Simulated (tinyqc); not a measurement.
What each parameter does: buckled dimers of a reconstructed (001) surface, two dangling bonds a dimer.

In a dimer one atom moves up by z and the other down by z; the dangling bond of the up atom (more s-like) falls by gm z and that of the down atom rises by gm z. With all dimers tilted alike: H(k) = [[-gm z - 2 ta cos k, -tp - 2 tx cos k], [., gm z - 2 ta cos k]], k along the row in 1/a. Two electrons a dimer fill the lowest N of the 2N levels on the mesh k_j = (j + 1/2) pi/N. Total energy a dimer: W(z) = (2/N) sum of the filled levels + kf z^2. Repulsion between electrons is left out.

Parameters, chosen for this exercise (of the size met on Si(001); shifted at random, so the results belong to these values and not to a real crystal): tp = 0.38 eV (pi coupling inside a dimer); ta = 0.19 eV (coupling between like atoms along the row); tx = 0.08 eV (diagonal coupling along the row); gm = 2.04 eV/angstrom (shift of a dangling bond with height); kf = 5.2 eV/angstrom^2 (force constant of buckling); N = 16 (k points).

z minimises W on 0 to 1 angstrom; gain over flat dimers; gap on 201 points from 0 to pi.

Results for these values:

| case | z (angstrom) | gain (eV) | gap (eV) |
|---|---|---|---|
| base | 0.3438 | 0.2331 | 0.8601 |

What happens to each result for gm = 2.203 eV/angstrom, all else kept?

Answer: z rises from 0.3438 to 0.3852; gain rises from 0.2331 to 0.3395; gap rises from 0.8601 to 1.1226.

The same for each parameter in turn:

| case | z (angstrom) | gain (eV) | gap (eV) |
|---|---|---|---|
| base | 0.3438 | 0.2331 | 0.8601 |
| tp = 0.323 eV | 0.3567 | 0.2711 | 0.8591 |
| ta = 0.22 eV | 0.3438 | 0.2064 | 0.7401 |
| tx = 0.11 eV | 0.3423 | 0.2442 | 0.8772 |
| gm = 2.203 eV/angstrom | 0.3852 | 0.3395 | 1.1226 |
| kf = 4.68 eV/angstrom^2 | 0.3923 | 0.3034 | 1.0354 |

Run: tinyqc, `OMP_NUM_THREADS=1 python tinyqc.py 1452208 1452209 out.jsonl`; Intel(R) Xeon(R) Processor @ 2.30GHz, one thread, shared host; about 0.03 s of CPU time with all checks.
